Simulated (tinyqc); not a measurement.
Two-band k.p model of the X valleys of a zinc-blende crystal, step by step. Values are carried at full precision from step to step, so a last printed digit may differ when a step is redone from the rounded ones.

With x = D/D0: for x < 1 the minima lie at k_m = sqrt(ml D0 (1 - x^2)/(4 c)), the hump at X has the height dE = (D0/4)(1 - x)^2 and the mass at the minimum is ml/(1 - x^2); the mass at X is ml/(1 - 1/x), negative for x < 1. For x > 1 the minimum is at X.

Constants: hbar^2/2m0 = 3.80998211 eV angstrom^2; kB = 8.617333262e-05 eV/K.

Values chosen for the exercise (of the order of those of GaP; the results hold for these values, not for the real material): D = 0.322 eV (splitting of the two conduction levels at X); D0 = 0.447 eV (coupling energy); ml = 0.908 m0 (mass along the axis from remote bands); k = 0.108 1/angstrom (wave vector from X); kmax = 0.23 1/angstrom (end of the path); mt = 0.256 m0 (transverse mass); T = 20 K (temperature).

## Shape of the lower band

Give x, k_m, dE and both masses.

x = 0.7204
k_m = 0.11319 1/angstrom
dE = 8.739 meV
mass at the minimum = 1.887 m0
mass at X = -2.339 m0

The coupling wins over the splitting, so each X point carries two minima; the hump equals kT at 101 K.

## The matrix at one k

k along the valley axis, counted from X, c = hbar^2/2m0, e = c k^2/ml. H = [[e - D/2, i P k], [-i P k, e + D/2]] with P^2 = D0 c/ml, so E = e -/+ sqrt(D^2/4 + D0 e). For D = 0 (diamond lattice) the bands cross at X.

Give P, the matrix, its levels and the weight of the lower X state in the lower band.

P = 1.3695 eV angstrom

H (eV):
```
          1        2
1   -0.1121  0.1479i
2  -0.1479i   0.2099
```

levels (eV): -0.1697  0.2676

weight = 0.8682

## Dispersion along the axis

Nine points; energies of the lower band from its minimum, against a parabola about the minimum with the mass there.

Results:

| k (1/angstrom) | lower band (meV) | parabola (meV) | gap to the upper band (eV) |
|---|---|---|---|
| 0.0000 | 8.74 | 25.86 | 0.3220 |
| 0.0288 | 7.46 | 14.39 | 0.3315 |
| 0.0575 | 4.39 | 6.26 | 0.3585 |
| 0.0862 | 1.27 | 1.47 | 0.3994 |
| 0.1150 | 0.01 | 0.01 | 0.4504 |
| 0.1437 | 2.13 | 1.88 | 0.5086 |
| 0.1725 | 8.71 | 7.10 | 0.5718 |
| 0.2013 | 20.49 | 15.65 | 0.6384 |
| 0.2300 | 37.95 | 27.54 | 0.7075 |

At kmax the band lies at 38.0 meV and the parabola at 27.5 meV: far from X the curvature returns to 1/ml, so the band is steeper than the parabola of the minimum.

## Thermal masses

Thermal masses along the axis for one X point, lower band, E from the minimum, on 1601 points from -0.8 to 0.8 1/angstrom: density-of-states mass m_d = c I^2/(pi kT), I = integral of exp(-E/kT) dk; conductivity mass m_c = 2 c kT/<(dE/dk)^2> with central differences.

Give m_d, m_c and Nc = 3 x 2 (kT/(4 pi c))^(3/2) mt sqrt(m_d) for three X points; 1 angstrom^-3 = 1e24 cm^-3.

m_d = 8.115 m0
m_c = 2.094 m0
Nc = 9.450e+17 cm^-3

Two separate parabolic minima would give m_d = 4 x 1.887 = 7.550; kT/dE = 0.20.

## Checks

- Height of the hump by numerical search against the closed form (meV): both 8.739.
- Thermal masses without coupling against ml: both 0.9080.

Run: tinyqc, `OMP_NUM_THREADS=1 python tinyqc.py 1880522 1880523 out.jsonl`; Intel(R) Xeon(R) Processor @ 2.30GHz, one thread, shared host; about 0.01 s of CPU time with all checks.
